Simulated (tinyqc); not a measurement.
# Free and trapped electrons in a MOS channel with a dense trap tail: effects of single changes

p-type body, charge-sheet picture, full ionisation (an idealisation for deep acceptors), Boltzmann statistics for free electrons. e = Ec - EF at the surface. Acceptor-like traps of density D(E) = D0 + De exp(-E/Ew) at depth E below Ec, from 0 to Eu, hold n_t = integral of D(E)/(1 + exp((e - E)/Vt)). psi = Eg - Vt ln(Nv/Na) - e; N_dep = sqrt(2 eps0 eps_r Na (psi - Vt)/q); n_f = sqrt(N_dep^2 + 2 eps0 eps_r Vt Nc exp(-e/Vt)/q) - N_dep; Vg = Vfb + psi + q (N_dep + n_t + n_f)/Cox, Cox = eps0 eox/tox.

Parameters, values chosen for the exercise; band and dielectric values close to those of 4H silicon carbide:
- T = 400 K (temperature)
- Eg = 3.24 eV (band gap)
- eps_r = 9.84 (relative permittivity)
- Nc = 2.66e19 cm^-3 (conduction-band density of states at T)
- Nv = 3.88e19 cm^-3 (valence-band density of states at T)
- eox = 3.9 (relative permittivity of the insulator)
- tox = 26 nm (insulator thickness)
- Na = 4e15 cm^-3 (acceptor density)
- Vfb = -2.43 V (flat-band voltage without trapped charge)
- D0 = 3.1e10 cm^-2 eV^-1 (constant background density of acceptor-like traps)
- De = 3.1e12 cm^-2 eV^-1 (density of the tail at the conduction edge)
- Ew = 0.09 eV (decay energy of the tail)
- Eu = 0.78 eV (depth below Ec down to which the traps reach)
- mf = 140 cm^2/(V s) (mobility of free electrons)

Constants: q = 1.602176634e-19 C, kB = 1.380649e-23 J/K, Vt = kB T/q, eps0 = 8.8541878128e-14 F/cm where lengths are in cm. Results are converted to the units shown.

Each table varies one quantity; the others keep the values above.

## Free and trapped charge against gate voltage

Free share n_f/(n_f + n_t); swing ln 10 n_f/(dn_f/dVg); field-effect mobility mf q (dn_f/dVg)/Cox, for a constant mf; oxide field q (N_dep + n_t + n_f)/(eps0 eox).

Results:
```
Vg (V),e (eV),n_f (cm^-2),n_t (cm^-2),free share (%),swing (mV/decade),field-effect mobility (cm^2/(V s)),oxide field (MV/cm)
0.3,0.5836,6.988e5,6.594e9,0.01060,90.16,0.003014,0.1500
0.8,0.2086,3.278e10,5.268e10,38.36,222.6,57.27,0.1981
1.3,0.1195,3.100e11,1.104e11,73.74,1091,110.5,0.3561
1.8,0.08350,6.540e11,1.488e11,81.46,2113,120.3,0.5346
2.3,0.05997,1.018e12,1.783e11,85.10,3162,125.2,0.7178
3.3,0.02811,1.777e12,2.197e11,89.00,5290,130.6,1.090
3.8,0.01624,2.167e12,2.342e11,90.25,6365,132.4,1.278
4.3,0.006036,2.561e12,2.457e11,91.25,7448,133.7,1.466
```

Estimate the missing row, Vg = 2.8 V.

Computed row:
```
Vg (V),e (eV),n_f (cm^-2),n_t (cm^-2),free share (%),swing (mV/decade),field-effect mobility (cm^2/(V s)),oxide field (MV/cm)
2.8,0.04230,1.394e12,2.014e11,87.37,4222,128.4,0.9034
```

With this row back in the table: n_f reaches 1e11 cm^-2 at Vg = 0.952 V, against 0.863 V without traps. The free share rises from 0.0106 to 91.2 % and the field-effect mobility rises from 0.00301 to 134 cm^2/(V s), although mf = 140 is constant: in the last row 95.5 % of Cox dVg goes into free electrons. The swing in the first row is 90.2 mV a decade (Vt ln 10 = 79.4). For Vg = 2.3, 2.8, 3.3, 3.8, 4.3 EF lies less than 2 Vt below the band edge, or above it, where degeneracy and confinement, left out, matter.

## Effect of the density of the tail at the conduction edge

VT is the Vg for n_f = 1e11 cm^-2; swing ln 10 n_f/(dn_f/dVg) at n_f = 1e8 cm^-2; the last three columns are for Vg = VT + 2.1 V, with free share n_f/(n_f + n_t) and field-effect mobility mf q (dn_f/dVg)/Cox; there EF is near the band edge, where Boltzmann statistics are rough.

Effect of the density of the tail at the conduction edge:
```
De (cm^-2 eV^-1),e at VT (eV),VT (V),q n_t/Cox at VT (V),swing (mV/decade),n_f (cm^-2),free share (%),field-effect mobility (cm^2/(V s))
1e12,0.1668,0.9068,0.04430,90.88,1.672e12,95.17,133.8
2e12,0.1668,0.9282,0.06568,92.17,1.630e12,91.80,131.8
5e12,0.1668,0.9923,0.1298,96.03,1.512e12,82.49,125.7
1e13,0.1668,1.099,0.2367,102.5,1.338e12,69.41,115.1
2e13,0.1668,1.313,0.4505,115.3,1.066e12,50.37,94.84
4e13,0.1668,1.741,0.8780,141.1,7.337e11,29.48,64.62
9e13,0.1668,2.809,1.947,205.5,4.098e11,12.05,31.28
2e14,0.1668,5.161,4.298,347.1,2.346e11,4.367,12.84
```

As De goes from 1e12 to 2e14, VT rises from 0.907 to 5.16 V, its part due to traps rises from 0.0443 to 4.30 V, the swing rises from 90.9 to 347 mV/decade and the field-effect mobility falls from 134 to 12.8 cm^2/(V s).

Computed by the program tinyqc: `OMP_NUM_THREADS=1 python tinyqc.py 2222138 2222139 out.jsonl`, one thread of a shared Intel Xeon 2.30GHz, about 0.02 s for the whole run.
